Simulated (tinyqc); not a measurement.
Density and mobility of a removed layer (differential Hall).

Problem. For layers in parallel the sheet conductance g = 1/Rs and the product g mu_H (mu_H signed, unit Hall factors) are additive. Find the sheet density and mobility of the layer that was removed, and its share of the conductance.

Constants: q = 1.602176634e-19 C. Results are converted to the units shown.

Rs before and after removing the top layer (ohm/square): 3675.8004  63688.868
apparent mobility before and after, signed (cm^2/(V s)): 35.671378  -35

Solution. The differences give g1 = q n mu and g1 mu = q n mu^2; their ratio is mu and g1^2/(q g1 mu) is n.

sheet density = 4.000e13 cm^-2
mobility = 40.00 cm^2/(V s)
share of the conductance = 94.23 %

Program tinyqc, `OMP_NUM_THREADS=1 python tinyqc.py 2850191 2850192 out.jsonl`; Intel Xeon 2.30GHz, shared host, one thread, about 0.01 s.
